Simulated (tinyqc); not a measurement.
## Sneak resistance and off state from two reads

Problem. A cell Rc in parallel with a sneak path Rsn = K Ron [2/(N - 1) + 1/(N - 1)^2], N = 16, is read through a sense resistor Ron: Vout = Vr Ron/(Ron + Rc Rsn/(Rc + Rsn)). In the low state Rc = Ron. Find Rsn, K and Roff.

Values chosen for this exercise: resistance of the low state Ron = 10 kohm; read voltage Vr = 0.3 V.

Vout with the selected cell low and high (mV): [155.252918, 44.1540578]

Solution. Each read gives the parallel resistance; the first yields Rsn, the second then Roff.

Rsn = 137.8 kohm
K = 100.0
Roff = 100.0 kohm

Computed by the program tinyqc: `OMP_NUM_THREADS=1 python tinyqc.py 2880025 2880026 out.jsonl`, one thread of a shared Intel Xeon 2.30GHz, about 0.02 s for the whole run.
